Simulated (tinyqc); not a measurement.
Ellipsometry and reflectance of a transparent film on an absorbing substrate: one step of the calculation.

Air (index 1), film, substrate with N2 = n2 - i k2; time factor exp(+i w t). q_j = sqrt(N_j^2 - sin^2 th), root with positive real part. Fresnel coefficients r_s = (q_a - q_b)/(q_a + q_b), r_p = (N_b^2 q_a - N_a^2 q_b)/(N_b^2 q_a + N_a^2 q_b). tan(Psi) exp(i Delta) = R_p/R_s, Delta taken from 0 to 360 degrees.

Task. Interface coefficients and thickness period. q0, q1, q2 and the coefficients r01 and r12 for p and s; the results repeat in d with the period lam/(2 q1).

Parameters, values chosen for the exercise; indices close to those of photoresist on silicon:
```
symbol,value,unit,meaning
lam,405,nm,wavelength
th,70,degrees,angle of incidence
n1,1.633,,index of the transparent film
n2,5.42,,index of the substrate
k2,0.329,,extinction coefficient of the substrate
```

Wanted: q0; q1; q2; r01,p; r01,s; r12,p; r12,s; period.

Result.

q0 = 0.34202
q1 = 1.3355
q2 = 5.3382-0.3340i
r01,p = -0.18841
r01,s = -0.59224
r12,p = 0.46851-0.02294i
r12,s = -0.60076+0.01998i
period = 151.62 nm

Program tinyqc, `OMP_NUM_THREADS=1 python tinyqc.py 2870160 2870161 out.jsonl`; Intel Xeon 2.30GHz, shared host, one thread, about 0.01 s.
